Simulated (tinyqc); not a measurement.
## Read current of a NAND string, cells in series solved by shooting: effect of the read voltage on the selected word line

Cells in series, numbered from 0 at the source line (0 V) to the bit line, each followed by a gap resistance Rg. A cell with gate Vg, threshold VT, source Vs and drain Vd passes I = 2 nf K Vt^2 [F(Vs) - F(Vd)]/(1 + th max(Vg - VT, 0)), F(V) = ln^2(1 + exp((Vg - VT - nf V)/(2 nf Vt))). The selected cell has Vg = Vr, the others Vg = Vp.

For a trial current I start at 0 V and, cell by cell, solve for the drain: sqrt(F(Vd)) = sqrt(F(Vs) - I/k), k = 2 nf K Vt^2/(1 + th max(Vg - VT, 0)), Vd = [Vg - VT - 2 nf Vt ln(exp(sqrt F) - 1)]/nf, then add I Rg. The string current is the I for which the last node reaches Vbl. The apparent threshold is the Vr at which I = Is. Background: all other cells erased (VT = Ve) or all in the highest state (VT = Vh); ratio and shift are high over erased and high minus erased. The string has 32 cells and the selected one is cell 16.

Inputs (values chosen for the exercise); values of the order met in vertical NAND strings:
```
symbol,value,unit,meaning
T,358,K,temperature
K,4.4,uA/V^2,gain factor of a cell
nf,1.5,,slope factor
th,0.09,1/V,mobility reduction factor
Rg,2.1,kohm,resistance of the gap between cells
Vbl,0.3,V,bit-line voltage
Vp,5.6,V,pass voltage
Ve,-1.2,V,threshold of an erased cell
Vh,4.6,V,threshold of the highest state
Vx,2.4,V,threshold of the selected cell
Is,10,nA,sensing current
```

Constants: q = 1.602176634e-19 C, kB = 1.380649e-23 J/K, Vt = kB T/q. Results are converted to the units shown.

The same in every row: apparent VT, erased (V) = 2.448; apparent VT, high (V) = 2.497; background shift (mV) = 49.00.

Results:

| Vr (V) | I, others erased (uA) | I, others high (uA) | ratio |
|---|---|---|---|
| 2.1 | 1.848e-5 | 1.844e-5 | 0.9982 |
| 2.5 | 0.01757 | 0.01026 | 0.5836 |
| 2.9 | 0.1115 | 0.02773 | 0.2488 |
| 3.7 | 0.1477 | 0.02936 | 0.1987 |
| 4.1 | 0.1521 | 0.02952 | 0.1941 |
| 4.5 | 0.1547 | 0.02962 | 0.1914 |
| 4.9 | 0.1565 | 0.02968 | 0.1897 |

Estimate the missing row, Vr = 3.3 V.

Computed row:

| Vr (V) | I, others erased (uA) | I, others high (uA) | ratio |
|---|---|---|---|
| 3.3 | 0.1389 | 0.02900 | 0.2088 |

With this row back in the table: As Vr goes from 2.1 to 4.9 V, the current with erased neighbours rises from 1.85e-5 to 0.156 uA, that with high neighbours rises from 1.84e-5 to 0.0297 uA and the ratio falls from 0.998 to 0.190. The apparent thresholds do not depend on Vr.

Computed by the program tinyqc: `OMP_NUM_THREADS=1 python tinyqc.py 2142242 2142243 out.jsonl`, one thread of a shared Intel Xeon 2.30GHz, about 0.3 s for the whole run.
